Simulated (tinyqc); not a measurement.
Length of a polyene: Hueckel, PPP and singles CI along the polyenes. Computed by the program tinyqc. Hueckel uses the same beta without repulsion; CIS keeps all single excitations and so misses the low, doubly excited 2Ag state. W is the valence ionisation energy of a centre, MN the Mataga-Nishimoto formula, f the oscillator strength.

All-trans chains of carbon centres 1.40 angstrom apart:

| parameter | value |
|---|---|
| beta (eV), times 1 +/- alternation | -2.510000 |
| alternation | 0.100000 |
| W (eV) | 11.160000 |
| gamma_rr (eV) | 10.870000 |
| repulsion formula | MN |

Gaps and excitations (eV):

| centres | Hueckel gap | PPP orbital gap | bright singlet (CIS) | f | lowest triplet (CIS) |
|---|---|---|---|---|---|
| 2 | 5.522 | 10.807 | 8.315 | 0.713 | 2.729 |
| 4 | 3.707 | 8.468 | 5.944 | 1.081 | 1.877 |
| 6 | 2.878 | 7.311 | 4.867 | 1.495 | 1.494 |
| 10 | 2.111 | 6.190 | 3.844 | 2.241 | 1.166 |
| 12 | 1.906 | 5.885 | 3.568 | 2.586 | 1.087 |
| 14 | 1.757 | 5.665 | 3.370 | 2.919 | 1.033 |

Estimate the missing row, centres = 8.

Computed row:
```
centres  Hueckel gap  PPP orbital gap  bright singlet (CIS)      f  lowest triplet (CIS)
8              2.409            6.631                 4.245  1.880                 1.289
```

The Hueckel gap tends to 4 x alternation x |beta| = 1.00 eV for long chains. Exchange opens the PPP orbital gap, and the attraction of electron and hole brings the bright state 2.30 eV below it at 14 centres; the triplet lies 2.34 eV lower still.
